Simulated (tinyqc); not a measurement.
Hydrogenic impurity: series, fields, screening, photoionisation and donor-acceptor pairs. Which input was changed? Computed by tinyqc, a small Python program. Command: `OMP_NUM_THREADS=1 python tinyqc.py 3011705 3011706 out.jsonl hydrogenic which`. One thread of a shared host (Intel(R) Xeon(R) Processor @ 2.30GHz), about 0.1 s of CPU time with the checks.

One isotropic, parabolic band. Effective units: Ry* and a*, in which H = -nabla^2 - 2/r.

Inputs (values chosen for the exercise, modelled on beta-Ga2O3):
```
quantity                   value   unit
electron mass m            0.278    m_0
dielectric constant eps     10.2      -
donor density N          3.4e+18  cm^-3
magnetic field B              43      T
```

Parts treated: magnetic field and photoionisation.

Constants: Ry = 13.605693123 eV; a_0 = 0.529177210903 angstrom; h x 1 THz = 4.135667696 meV; mu_B = 5.7883818060e-05 eV/T.

Method:
- Ry* = Ry m/eps^2, a* = a_0 eps/m; level n is bound by Ry*/n^2; <r> = (3/2) a* in 1s; lines 1s -> np at Ry* (1 - 1/n^2); 1 THz = 4.135667696 meV.
- Wigner-Seitz radius r_s = (3/(4 pi N))^(1/3); Mott criterion N_c^(1/3) a* = 0.26; overlap of two 1s orbitals at distance d: S = exp(-x)(1 + x + x^2/3), x = d/a*, with d = N^(-1/3).
- gamma = hbar omega_c/(2 Ry*) = mu_B B/(m Ry*). For m_z = 0, H = -nabla^2 - 2/r + gamma^2 rho^2/4, and the band edge moves to gamma Ry*. Basis: exp(-al rho^2 - be z^2), al_k = 0.02 x 2.4^k + gamma/4 x c with k = 0..11, be_k = 0.02 x 2.4^k and c = 0, 0.5, 1 (36 functions). With A = al_i + al_j, B = be_i + be_j (not the field) and the common factor pi^(3/2) dropped: S = 1/(A sqrt(B)), kinetic S (4 al_i al_j/A + 2 be_i be_j/B), <rho^2> = S/A, <1/r> = (2/sqrt(pi)) atanh(u)/(A u), u = sqrt(1 - B/A), which is (2/sqrt(pi))/A when A = B; overlap eigenvalues below 1e-11 are dropped. Binding = (gamma - E) Ry*; the spin term shifts level and edge alike.

Problem. One of these inputs alone was changed, within the range given: electron mass m (0.139 to 0.556); dielectric constant eps (5.1 to 20.4); donor density N (1.7e+18 to 6.8e+18); magnetic field B (21.5 to 86). Which one, and to what value?

Results:
```
run     binding energy in the field (meV)  Mott density (cm^-3)  overlap S
before                           44.26564          2.401323e+18  0.2712749
after                            45.98115          2.401323e+18  0.2712749
```

Solution.

Each candidate set to reproduce binding energy in the field, and what it then gives:
```
candidate                    range searched  value needed  Mott density (cm^-3)  overlap S
electron mass m (m_0)        0.139 to 0.556        0.2936            2.8293e+18    0.24108
dielectric constant eps         5.1 to 20.4         9.973            2.5691e+18    0.25870
donor density N (cm^-3)  1.7e+18 to 6.8e+18     no effect                     -          -
magnetic field B (T)             21.5 to 86         53.90            2.4013e+18    0.27127
```

Only magnetic field B fits every result: it went from 43 to 53.9 T. The next best candidate, dielectric constant eps, misses one result by 7.0 %.

Caution: N lies above the Mott density, where the levels of isolated donors have no meaning.
